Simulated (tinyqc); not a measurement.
Gas flow in a process chamber: flow regimes, conductance, effective pumping speed, pump-down, outgassing and purge: one step, computed by the program tinyqc. Command: `OMP_NUM_THREADS=1 python tinyqc.py 3120375 3120376 out.jsonl pump walk`. One thread of a shared host (Intel(R) Xeon(R) Processor @ 2.30GHz), about 0.08 s of CPU time with the checks.

Ideal gas, isothermal flow, a pump of constant speed at the end of a round pipe; process gas, volume gas and outgassing are given the same properties. 1 sccm = 101325 Pa x 1e-6 m^3/60 s x T/273.15 K.

Question. Time to base pressure. From the outgassing limit: t = 1 h x (q_1 A/(S_eff p_target))^(1/n) - 10 s; monolayer time at the target = 1e19 m^-2 x 4 k_B T/(p c) for unit sticking.

Inputs (values chosen for the exercise, modelled on oxygen near room temperature): temperature T = 300 K; wall area = 1.8 m^2; outgassing rate after 1 h = 4.2e-07 Pa m^3/(s m^2); outgassing exponent n = 0.87; target base pressure = 1e-05 Pa.

S_eff in molecular flow = 578.8727 L/s

mean speed c = 445.5257 m/s

Constants: k_B = 1.380649e-23 J/K.

Give: time to the target; monolayer time.

Answer.

time to the target = 0.093569 h

monolayer time = 37.187 s
